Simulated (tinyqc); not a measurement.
## One-sided p+-n junction, ionisation integral and breakdown: effect of the drift doping

A p+ layer at x < 0 and an n drift layer from x = 0. Depletion approximation, built-in voltage neglected. Local ionisation coefficients alpha_n = an exp(-(bn/E)^mx), alpha_p = ap exp(-(bp/E)^mx). Electrons move towards +x, holes towards x = 0.

W = sqrt(2 eps0 eps_r V/(q N)), peak field E0 = q N W/(eps0 eps_r), falling linearly to 0 at W. G(x) = integral from 0 to x of (alpha_n - alpha_p); I_n = integral of alpha_n exp(-G) (electrons injected at x = 0), I_p = integral of alpha_p exp(G(end) - G) (holes injected at the far edge); M = 1/(1 - I). Integrals on a fine grid; BV is where I_n = 1. Specific on-resistance Ron = W/(q mu N) with constant mobility and full ionisation.

Inputs (values chosen for the exercise); material values close to those of 4H silicon carbide: relative permittivity eps_r = 9.79; prefactor of the electron ionisation coefficient an = 1.73e8 1/cm; field constant for electrons bn = 3.14e7 V/cm; prefactor of the hole ionisation coefficient ap = 3.58e8 1/cm; field constant for holes bp = 2.41e7 V/cm; exponent mx = 1; electron mobility of the drift layer mu = 924 cm^2/(V s).

Constants: q = 1.602176634e-19 C, eps0 = 8.8541878128e-14 F/cm where lengths are in cm. Results are converted to the units shown.

Result of one run:
```
N (cm^-3),BV (V),E0 at BV (kV/cm),W at BV (um),Ron (mohm cm^2),BV^2/Ron (MW/cm^2),eps0 eps_r mu E0^3/4 (MW/cm^2)
8.8e16,307,3.16e3,1.94,0.0149,6.33e3,6.33e3
```

What becomes of these results when the donor density of the drift layer N is changed from 8.8e16 to 6.5e15 cm^-3, all else the same?

Result of the changed run:
```
N (cm^-3),BV (V),E0 at BV (kV/cm),W at BV (um),Ron (mohm cm^2),BV^2/Ron (MW/cm^2),eps0 eps_r mu E0^3/4 (MW/cm^2)
6.5e15,2.60e3,2.50e3,20.8,2.16,3.13e3,3.13e3
```

The whole series:
```
N (cm^-3),BV (V),E0 at BV (kV/cm),W at BV (um),Ron (mohm cm^2),BV^2/Ron (MW/cm^2),eps0 eps_r mu E0^3/4 (MW/cm^2)
9.2e14,1.36e4,2.15e3,126,92.8,1.99e3,1.99e3
1.8e15,7.67e3,2.26e3,67.9,25.5,2.31e3,2.31e3
3.4e15,4.48e3,2.37e3,37.8,7.50,2.68e3,2.68e3
6.5e15,2.60e3,2.50e3,20.8,2.16,3.13e3,3.13e3
1.2e16,1.56e3,2.63e3,11.9,0.668,3.65e3,3.65e3
2.4e16,881,2.80e3,6.30,0.177,4.38e3,4.38e3
4.6e16,518,2.97e3,3.49,0.0513,5.24e3,5.24e3
8.8e16,307,3.16e3,1.94,0.0149,6.33e3,6.33e3
```

BV falls from 13600 to 307 V while the critical field rises from 2150 to 3160 kV/cm. BV goes as N^(-0.85) between the first two rows and N^(-0.81) between the last two (a coefficient proportional to E^7 gives -0.75 without punch-through). Ron goes as BV^(2.31) over the table; the last two columns agree since BV = E0 W/2 and N = eps0 eps_r E0/(q W).

Numbers from tinyqc (`OMP_NUM_THREADS=1 python tinyqc.py 2120139 2120140 out.jsonl`; about 0.07 s on one thread of a shared Intel Xeon 2.30GHz).
